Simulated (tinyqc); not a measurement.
Area and perimeter leakage from two diodes.

Inverse problem. A square diode and a finger diode leak I = JA area + JP perimeter. Find JA, JP and the side of the square at which both parts are equal.

areas (um^2): 90000  94000
perimeters (um): 1200  38070
leakage currents (pA): 40.632000  46.487700

Answer. Two linear equations give JA and JP; for a square of side a, JA a^2 = 4 JP a at a = 4 JP/JA.

JA = 4.50e-8 A/cm^2
JP = 1.10e-12 A/cm
side for equal parts = 0.978 um

Computed by the program tinyqc: `OMP_NUM_THREADS=1 python tinyqc.py 2290149 2290150 out.jsonl`, one thread of a shared Intel Xeon 2.30GHz, about 0.01 s for the whole run.
